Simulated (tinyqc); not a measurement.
Both saturation currents from two open-circuit voltages.

Question. Without shunt, at open circuit JL = J01 (exp(Voc/Vt) - 1) + J02 (exp(Voc/(2 Vt)) - 1). Find J01, J02 and the mean ideality (Voc2 - Voc1)/(Vt ln(JL2/JL1)).

Inputs (values chosen for the exercise): temperature T = 298.15 K.

Constants: q = 1.602176634e-19 C, kB = 1.380649e-23 J/K, Vt = kB T/q. Results are converted to the units shown.

photocurrents (mA/cm^2): [35.1, 3.51]
Voc (V): [0.70324189, 0.64094252]

Solution. The relation is linear in J01 and J02, so two light levels give two equations; series resistance plays no part at open circuit.

J01 = 4.300e-14 A/cm^2
J02 = 2.200e-9 A/cm^2
mean ideality = 1.053

tinyqc, about 0.01 s, one thread, Intel Xeon 2.30GHz (shared host): `OMP_NUM_THREADS=1 python tinyqc.py 2280022 2280023 out.jsonl`
